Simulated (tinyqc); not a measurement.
What moves the results: free and nearly free electrons in a metal. A value that a table varies takes the place of the one given here.

The cubic cell holds 4 atoms: n = 4 z/a^3, kF = (3 pi^2 n)^(1/3), EF = c kF^2/m, vF = 2 c kF/(m hbar), c = hbar^2/2m0; rs = (3/(4 pi n))^(1/3)/a0; D(EF) = 3 n/(2 EF).

Square wire of width w with grain size w: rho/rho0 = 1/(1 - 3 al/2 + 3 al^2 - 3 al^3 ln(1 + 1/al)) + (3/4) (1 - p) l/w, with al = (l/w) Rg/(1 - Rg) (Mayadas-Shatzkes plus the thick-wire form of Fuchs-Sondheimer); l = hbar kF/(n e^2 rho), e = 1.602176634e-19 C.

Constants: hbar^2/2m0 = 3.80998211 eV angstrom^2; hbar = 6.58211957e-16 eV s; a0 (Bohr radius) = 0.5291772105 angstrom.

Values chosen for the exercise (near those of Ca; the results hold for these values, not for the real material):

| symbol | value | unit | meaning |
|---|---|---|---|
| a | 5.548 | angstrom | fcc lattice constant |
| z | 2 |  | free electrons an atom |
| m | 1 | m0 | mass |
| rho | 3.78 | micro-ohm cm | bulk resistivity |
| p | 0 |  | specularity of the surfaces |
| Rg | 0.29 |  | reflection at grain boundaries |
| w | 30 | nm | wire width |

## Resistivity of narrow wires

Wires:

| w (nm) | al | grain term (factor - 1) | surface term | rho (micro-ohm cm) |
|---|---|---|---|---|
| 200 | 0.053 | 0.078 | 0.097 | 4.44 |
| 100 | 0.106 | 0.154 | 0.194 | 5.10 |
| 50 | 0.211 | 0.303 | 0.388 | 6.39 |
| 30 | 0.352 | 0.498 | 0.647 | 8.11 |
| 20 | 0.528 | 0.739 | 0.970 | 10.24 |
| 14 | 0.755 | 1.047 | 1.386 | 12.98 |
| 10 | 1.057 | 1.454 | 1.940 | 16.61 |
| 7 | 1.510 | 2.063 | 2.772 | 22.06 |

l = 25.87 nm

At 7 nm the resistivity is 5.83 times the bulk value; surfaces add more (2.06 from grains, 2.77 from surfaces). It passes twice the bulk value between 50 and 30 nm. The surface formula is meant for w above l = 26 nm, so the rows below that are rough.

## What sets the wire resistivity

All results formed anew. Each row changes one parameter from the base and keeps the others.

Results:

| case | EF (eV) | l (nm) | wire rho (micro-ohm cm) |
|---|---|---|---|
| base | 4.739 | 25.87 | 8.108 |
| a = 5.714 angstrom | 4.467 | 27.44 | 8.368 |
| m = 1.2 m0 | 3.949 | 25.87 | 8.108 |
| rho = 4.536 micro-ohm cm | 4.739 | 21.56 | 8.873 |
| p = 0.3 | 4.739 | 25.87 | 7.375 |
| Rg = 0.203 | 4.739 | 25.87 | 7.414 |
| w = 21 nm | 4.739 | 25.87 | 9.938 |

The largest shifts from the base row, up to three for each result and ties (the steps differ in size, so this ranks the rows, not the parameters). EF (eV): m -0.790, a -0.271; unchanged at the printed digits by rho, p, Rg and w. l (nm): rho -4.31, a +1.57; unchanged at the printed digits by m, p, Rg and w. wire rho (micro-ohm cm): w +1.830, rho +0.765, p -0.734; unchanged at the printed digits by m. The mass drops out of l at given rho, because vF falls and tau rises by the same factor.

Computed by tinyqc, a small Python program: `OMP_NUM_THREADS=1 python tinyqc.py 1681299 1681300 out.jsonl` (the numbers bound the seed that draws the inputs); one thread of a shared host (Intel(R) Xeon(R) Processor @ 2.30GHz), about 0.01 s for the whole set of steps.
